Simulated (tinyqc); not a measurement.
Landau-Devonshire theory of a uniaxial ferroelectric: one step, computed by the program tinyqc.

G(P) = (alpha/2) P^2 + (beta*/4) P^4 + (gamma/6) P^6 - E P per volume, SI units, one domain, P along the polar axis, which is normal to the film.

Problem. A capacitor with imperfect screening. Between shorted electrodes with screening length lambda each, the depolarising field is -k P, k = 2 lambda/(eps_0 (d + 2 lambda eps_b)), so alpha turns into alpha + k. Ps^2 = [-beta* + sqrt(beta*^2 - 4 alpha gamma)]/(2 gamma). The polar state is the lowest uniform state while alpha + k < 0 (beta* > 0) or < 3 beta*^2/(16 gamma) (beta* < 0); setting the equality gives the critical thickness d_c.

Inputs (values chosen for the exercise, modelled on barium titanate): Curie-Weiss temperature T0 = 381 K; gamma = 1.67e+10 J m^9/C^6; temperature T = 300 K; film thickness d = 10 nm; screening length lambda = 0.004 nm; background permittivity eps_b = 20.

Sample: epitaxial film.

alpha = -1.174740e+08 J m/C^2

beta* = 4.987143e+08 J m^5/C^4

Constants: eps_0 = 8.8541878128e-12 F/m.

Give: depolarising coefficient k; polarisation of the film; size of the depolarising field; critical thickness d_c.

Solution.

depolarising coefficient k = 8.893e+07 J m/C^2

polarisation of the film = 17.04 microcoulomb/cm^2

size of the depolarising field = 15.15 MV/m

critical thickness d_c = 7.531 nm
